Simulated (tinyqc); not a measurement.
# Finite-difference solution of the diffusion equation on a small grid, step by step

A worked calculation. Computed by tinyqc, a small Python program that keeps every step. Command: `OMP_NUM_THREADS=1 python tinyqc.py 3013697 3013698 out.jsonl fdiff walk`. One thread of a shared host (Intel(R) Xeon(R) Processor @ 2.30GHz), about 0.01 s of CPU time with the checks. Intermediate numbers are printed to about 6 digits and carried at full precision; extremes and crossings named in words are read from the listed rows.

dC/dt = D d2C/dx2 on nodes x_j = j dx, j = 0..11; the far end is sealed.

Inputs (values chosen for the exercise): diffusivity D = 36 nm^2/s; grid spacing dx = 50 nm; time step dt = 10 s; final time t_f = 80 s; loss velocity h = 0.52 nm/s.

Boundary at x = 0: surface loss. Scheme: explicit.

start values C_j, j = 0, 1, ... (% of a reference): [73.7, 100, 77.9, 37, 1.2, 0, 0, 0, 0, 0, 0, 0]

## Mesh ratio and operator

The operator M acts as (M C)_j = C_(j-1) - 2 C_j + C_(j+1); at the sealed far end a mirror node gives 2 C_(N-2) - 2 C_(N-1); at j = 0, the outward flux h C_0 gives 2 C_1 - (2 + 2 h dx/D) C_0. r = D dt/dx^2.

mesh ratio r = 0.144

operator M:
```
           0         1         2         3         4         5         6         7
0   -3.44444   2.00000   0.00000   0.00000   0.00000   0.00000   0.00000   0.00000
1    1.00000  -2.00000   1.00000   0.00000   0.00000   0.00000   0.00000   0.00000
2    0.00000   1.00000  -2.00000   1.00000   0.00000   0.00000   0.00000   0.00000
3    0.00000   0.00000   1.00000  -2.00000   1.00000   0.00000   0.00000   0.00000
4    0.00000   0.00000   0.00000   1.00000  -2.00000   1.00000   0.00000   0.00000
5    0.00000   0.00000   0.00000   0.00000   1.00000  -2.00000   1.00000   0.00000
6    0.00000   0.00000   0.00000   0.00000   0.00000   1.00000  -2.00000   1.00000
7    0.00000   0.00000   0.00000   0.00000   0.00000   0.00000   1.00000  -2.00000
8    0.00000   0.00000   0.00000   0.00000   0.00000   0.00000   0.00000   1.00000
9    0.00000   0.00000   0.00000   0.00000   0.00000   0.00000   0.00000   0.00000
10   0.00000   0.00000   0.00000   0.00000   0.00000   0.00000   0.00000   0.00000
11   0.00000   0.00000   0.00000   0.00000   0.00000   0.00000   0.00000   0.00000

           8         9        10        11
0    0.00000   0.00000   0.00000   0.00000
1    0.00000   0.00000   0.00000   0.00000
2    0.00000   0.00000   0.00000   0.00000
3    0.00000   0.00000   0.00000   0.00000
4    0.00000   0.00000   0.00000   0.00000
5    0.00000   0.00000   0.00000   0.00000
6    0.00000   0.00000   0.00000   0.00000
7    1.00000   0.00000   0.00000   0.00000
8   -2.00000   1.00000   0.00000   0.00000
9    1.00000  -2.00000   1.00000   0.00000
10   0.00000   1.00000  -2.00000   1.00000
11   0.00000   0.00000   2.00000  -2.00000
```

## Amplification factors

The mode of M with eigenvalue mu has its amplitude multiplied per step by g = (1 + (1 - theta) r mu)/(1 - theta r mu), with theta = 0 explicit, 1 implicit, 1/2 Crank-Nicolson; the explicit scheme is stable for r up to 2/|mu_min|.

eigenvalues mu of M: [-4.46707, -3.97353, -3.77387, -3.41564, -2.94262, -2.39839, -1.82865, -1.27955, -0.79422, -0.40851, -0.14627, -0.01611]

factors g: [0.356742, 0.427812, 0.456562, 0.508148, 0.576263, 0.654631, 0.736674, 0.815744, 0.885632, 0.941174, 0.978937, 0.997680]

largest stable r of the explicit scheme = 0.447721

The smallest factor is 0.357: no mode changes sign, and all decay but one with mu = 0 where there is such a mode.

## Time step 1

C at the start (%): [73.7, 100.0, 77.9, 37.0, 1.2, 0.0, 0.0, 0.0, 0.0, 0.0, 0.0, 0.0]

With r = D dt/dx^2: (1 - theta r M) C(new) = (1 + (1 - theta) r M) C(old); theta = 0 explicit, 1 implicit, 1/2 Crank-Nicolson.

C after step 1 (%): [65.9448, 93.0304, 75.1928, 37.7344, 6.1824, 0.1728, 0.0000, 0.0000, 0.0000, 0.0000, 0.0000, 0.0000]

## Time step 2

The formulas are those given above.

C after step 2 (%): [60.0289, 86.5615, 72.3674, 38.5849, 9.8605, 1.0133, 0.0249, 0.0000, 0.0000, 0.0000, 0.0000, 0.0000]

## All steps

The run takes n = round(t_f/dt) steps of length t_f/n. The dose is the trapezoidal sum of C dx; the error is the largest difference from exp(M D t/dx^2) C(0), the exact time evolution on the same grid.

Course of the run:
```
step  t (s)      C_1      C_6  dose (% nm)  largest error
1        10  93.0304  0.00000      12264.3        0.80696
2        20  86.5615  0.02488      11921.3        1.03614
3        30  80.6968  0.16363      11609.2        1.08756
4        40  75.4174  0.42590      11322.2        1.08933
5        50  70.6679  0.79413      11056.8        1.13243
6        60  66.3872  1.24424      10810.0        1.20550
7        70  62.5180  1.75318      10579.8        1.24396
8        80  59.0099  2.30126      10364.4        1.25746
```

C at the end (%): [38.8862, 59.0099, 56.9734, 40.0100, 20.9043, 8.0955, 2.3013, 0.4737, 0.0691, 0.0069, 0.0004, 0.0000]

largest error at t_f = 1.25746 %

final dose = 10364.4 % nm

final C_6 = 2.30126 %

The time-step error at the end is 1.3 on a scale of 59.0. The dose falls through the surface.

## The three schemes as the step is halved

Each run reaches t_f in n equal steps; errors are the largest difference from exp(M D t_f/dx^2) C(0). A dash marks unstable explicit runs.

Largest error at t_f (%):
```
steps n       r  explicit  implicit  Crank-Nicolson
4        0.2880   2.65569   2.18328     9.68300e-02
8        0.1440   1.25746   1.14066     2.42943e-02
16       0.0720   0.61284   0.58367     6.07665e-03
32       0.0360   0.30261   0.29532     1.51932e-03
64       0.0180   0.15037   0.14855     3.79841e-04
128      0.0090   0.07496   0.07450     9.49608e-05
256      0.0045   0.03742   0.03731     2.37402e-05
```

From the last two rows, halving the step divides the error by 2.00 (explicit), 2.00 (implicit), 4.00 (Crank-Nicolson): a factor 2 marks first order in dt and 4 second order. Every row here lies within the explicit limit.

Checks made by the program: matrix exponential against 4096 Crank-Nicolson steps (relative difference 2e-09).
